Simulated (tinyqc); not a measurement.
Error of the time step: velocity overshoot from momentum and energy balance equations after a field step. Computed by tinyqc, a small Python program. Command: `OMP_NUM_THREADS=1 python tinyqc.py 3001370 3001371 out.jsonl overshoot walk`. One thread of a shared host (Intel(R) Xeon(R) Processor @ 2.30GHz), about 0.02 s of CPU time with the checks.

At t = 0 the field jumps from 0 to F in a uniform sample. v is the drift velocity and u = w - (3/2) k_B T the excess energy per carrier.

Inputs (values chosen for the exercise, modelled on electrons in strained silicon except for tau_E):
```
quantity                      value        unit
effective mass m               0.19         m_0
low-field mobility mu_0        2700  cm^2/(V s)
saturation velocity v_s         1.1    1e7 cm/s
energy relaxation time tau_E   0.45          ps
field after the step F            9       kV/cm
lattice temperature T           300           K
time step dt                     12          fs
```

Scheme: explicit Euler.

Constants: m_0 = 9.1093837015e-31 kg; e = 1.602176634e-19 C; k_B = 8.617333262e-05 eV/K.

Method:
- dv/dt = e F/m - v/tau_m(u), du/dt = e F v - u/tau_E, tau_m(u) = tau_0/(1 + c u), tau_0 = m mu_0/e, c = mu_0/(e tau_E v_s^2); this choice gives the steady state v (1 + mu_0 F v/v_s^2) = mu_0 F, which saturates at v_s. Steady velocity v = 2 mu_0 F/(1 + sqrt(1 + 4 (mu_0 F/v_s)^2)); u = e F v tau_E; carrier temperature T + 2u/(3 k_B), neglecting the drift energy m v^2/2.
- Step: v_new = v + dt (e F/m - v/tau_m(u)), u_new = u + dt (e F v - u/tau_E). Start v = u = 0; the distance adds dt (v + v_new)/2.
- The peak velocity is recomputed with dt/2 and dt/4 and by an adaptive Runge-Kutta method (tolerance 1e-9).

tau_0 = 291.673 fs

acceleration e F/m = 0.00833125 1e7 cm/s per fs

c = 49.5868 1/eV

steady velocity = 0.878853 1e7 cm/s

Peak velocity:
```
step      v_peak (1e7 cm/s)  error (%)
dt                   1.2731     1.9306
dt/2                 1.2607     0.9355
dt/4                 1.2548     0.4625
adaptive             1.2490     0.0000
```

What follows from these numbers?

The explicit scheme puts the peak 1.93 % too high; halving dt divides the error by 2.06, as a first-order method should.

Extremes, crossings and ranges named in words are read from the listed rows.
